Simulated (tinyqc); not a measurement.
Resistance of a source-drain extension with a graded tip: one step of the calculation.

y runs along the channel, the gate covers y > 0. The doping is N0 for y < y0 and N0 10^(-(y - y0)/la) beyond, uniform over the depth xj. Sheet conductance s(y) = q mu(N) max(N - Nch, 0) xj + (for y > 0) ma Cox Vo, with mu(N) = u0 + (u1 - u0)/(1 + (N/Nr)^au) and Cox = eps0 eox/tox. Current is taken as one-dimensional; depletion of the tip, spreading and the contact are left out. The metallurgical junction lies at yj, where N = Nch.

Task. Resistance of the overlapped part. Midpoint rule on 11 equal steps from 0 to yj: R_ov = sum h/s(y), per width.

Values chosen for this exercise; mobility law close to that of holes in silicon: relative permittivity of the gate insulator (close to silicon nitride) eox = 7.4; insulator thickness tox = 2.1 nm; active doping of the extension far from the gate N0 = 7.5e19 cm^-3; lateral abruptness la = 4.7 nm/decade; position under the gate where the fall begins (gate edge at 0) y0 = 4.7 nm; depth of the extension xj = 22 nm; channel doping Nch = 5.5e17 cm^-3; gate overdrive Vo = 0.9 V; mobility of the gate-induced layer ma = 48 cm^2/(V s); mobility at low doping u1 = 470.5 cm^2/(V s); mobility at high doping u0 = 44.9 cm^2/(V s); reference doping Nr = 2.23e17 cm^-3; exponent au = 0.719.

Constants: q = 1.602176634e-19 C, eps0 = 8.8541878128e-14 F/cm where lengths are in cm. Results are converted to the units shown.

Wanted: y; N; doped conductance; sheet resistance; R_ov.

Result.

```
point   y (nm)  N (cm^-3)  doped conductance (uS)  sheet resistance (ohm/square)
0      0.66969  7.5000e19                  1346.0                         675.30
1       2.0091  7.5000e19                  1346.0                         675.30
2       3.3484  7.5000e19                  1346.0                         675.30
3       4.6878  7.5000e19                  1346.0                         675.30
4       6.0272  3.9146e19                  748.40                         1132.3
5       7.3665  2.0310e19                  424.03                         1789.5
6       8.7059  1.0538e19                  246.24                         2624.5
7       10.045  5.4672e18                  145.02                         3573.9
8       11.385  2.8366e18                  83.666                         4577.7
9       12.724  1.4717e18                  42.900                         5627.9
10      14.063  7.6357e17                  12.740                         6778.5
```

R_ov = 38.581 ohm um

Program tinyqc, `OMP_NUM_THREADS=1 python tinyqc.py 2282217 2282218 out.jsonl`; Intel Xeon 2.30GHz, shared host, one thread, about 0.03 s.
